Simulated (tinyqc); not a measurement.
Comparisons within one model: phonon-assisted absorption at an indirect gap. A value that a table varies takes the place of the one given here.

alpha(E) = sum_j A_j [N_j (E - Eg + w_j)^2 + (N_j + 1)(E - Eg - w_j)^2], each bracket counted only where its base is positive; N_j = 1/(exp(w_j/kB T) - 1). The first term absorbs a phonon and the second emits one; excitons and direct transitions are left out.

Photodiode (Gaertner form with a dead layer): QE = (1 - R) exp(-alpha xj) [1 - exp(-alpha W)/(1 + alpha L)], R = ((nr - 1)/(nr + 1))^2; responsivity = QE/E in A/W for E in eV.

Constants: kB = 8.617333262e-05 eV/K.

Parameters, chosen for this exercise (loosely those of Si at room temperature; Eg is not tied to T; shifted at random, so the results belong to these values and not to a real crystal): Eg = 1.138 eV (indirect gap, held fixed unless listed); w = (59.7, 18.9) meV (two zone-edge phonons); A = (3200, 480) 1/(cm eV^2) (their strengths); T = 400 K; nr = 3.62 (refractive index); xj = 0.16 micrometre (dead layer at the surface); W = 11 micrometre (depleted width); L = 44 micrometre (minority diffusion length below it); E = 1.123 eV (photon energy).

## The square root of alpha at three temperatures

The gap is held fixed, so only the phonon occupations change.

sqrt(alpha) (1/cm^(1/2)):

| E - Eg (eV) | 4 K | 77 K | 450 K |
|---|---|---|---|
| -0.04 | 0.000 | 0.012 | 0.582 |
| -0.02 | 0.000 | 0.025 | 1.173 |
| 0.00 | 0.000 | 0.109 | 1.840 |
| 0.02 | 0.024 | 0.219 | 2.590 |
| 0.04 | 0.462 | 0.577 | 3.448 |
| 0.07 | 1.262 | 1.382 | 4.942 |
| 0.10 | 2.890 | 2.996 | 6.920 |
| 0.15 | 5.860 | 5.976 | 10.716 |
| 0.20 | 8.873 | 9.008 | 14.715 |
| 0.30 | 14.923 | 15.104 | 22.898 |
| 0.45 | 24.014 | 24.266 | 35.311 |
| 0.60 | 33.110 | 33.434 | 47.774 |

What does this show, and why?

Below the gap only phonon absorption acts: at E - Eg = -0.02 eV sqrt(alpha) is 0.000, 0.025 and 1.173 at 4, 77 and 450 K. A straight line through the last two rows meets the axis at E - Eg = +0.0540, +0.0530 and +0.0250 eV: the intercept is roughly a weighted mean of the thresholds, not the gap, and it moves from the emission side towards Eg as the occupations grow. At the last row alpha grows by a factor 2.08 from the lowest to the highest temperature at fixed gap.

## Spectral response

Response:

| E (eV) | wavelength (nm) | alpha (1/cm) | 1/alpha (micrometre) | dead layer | collected | QE | A/W |
|---|---|---|---|---|---|---|---|
| 1.16 | 1069 | 5.70 | 1.75e+03 | 1.000 | 0.031 | 0.021 | 0.018 |
| 1.20 | 1033 | 16.6 | 602 | 1.000 | 0.085 | 0.058 | 0.048 |
| 1.26 | 984 | 62.9 | 159 | 0.999 | 0.269 | 0.182 | 0.145 |
| 1.34 | 925 | 196 | 51.0 | 0.997 | 0.567 | 0.384 | 0.286 |
| 1.44 | 861 | 477 | 21.0 | 0.992 | 0.809 | 0.545 | 0.378 |
| 1.59 | 780 | 1.14e+03 | 8.79 | 0.982 | 0.952 | 0.634 | 0.399 |
| 1.79 | 693 | 2.46e+03 | 4.06 | 0.961 | 0.994 | 0.649 | 0.362 |
| 2.04 | 608 | 4.84e+03 | 2.07 | 0.925 | 1.000 | 0.628 | 0.308 |
| 2.34 | 530 | 8.74e+03 | 1.14 | 0.870 | 1.000 | 0.590 | 0.252 |
| 2.74 | 452 | 1.57e+04 | 0.636 | 0.778 | 1.000 | 0.527 | 0.193 |

What can be read from the table?

QE is highest, 0.649, at 1.79 eV of those listed and the responsivity at 1.59 eV; reflection alone caps QE at 0.678. Near the gap weak absorption limits it (collected share 0.031); at the top the dead layer passes 0.778. Far above the gap the quadratic law and a constant index are only rough.

## What moves the response

At the energy E. Each row changes one parameter from the base and keeps the others.

Results:

| case | alpha (1/cm) | QE |
|---|---|---|
| base | 1.384 | 0.0051 |
| Eg = 1.118 eV | 3.255 | 0.0120 |
| T = 450 K | 1.757 | 0.0065 |
| W = 22 micrometre | 1.384 | 0.0062 |
| L = 22 micrometre | 1.384 | 0.0031 |
| xj = 0.32 micrometre | 1.384 | 0.0051 |
| nr = 3.8 | 1.384 | 0.0050 |

What can be read from the table?

The largest shifts from the base row, up to three for each result and ties (the steps differ in size, so this ranks the rows, not the parameters). alpha (1/cm): Eg +1.87, T +0.373; unchanged at the printed digits by W, L, xj and nr. QE: Eg +0.0068, L -0.0020, T +0.0014; unchanged at the printed digits by xj.

Run: tinyqc, `OMP_NUM_THREADS=1 python tinyqc.py 1680816 1680817 out.jsonl`; Intel(R) Xeon(R) Processor @ 2.30GHz, one thread, shared host; about 0.01 s of CPU time with all checks.
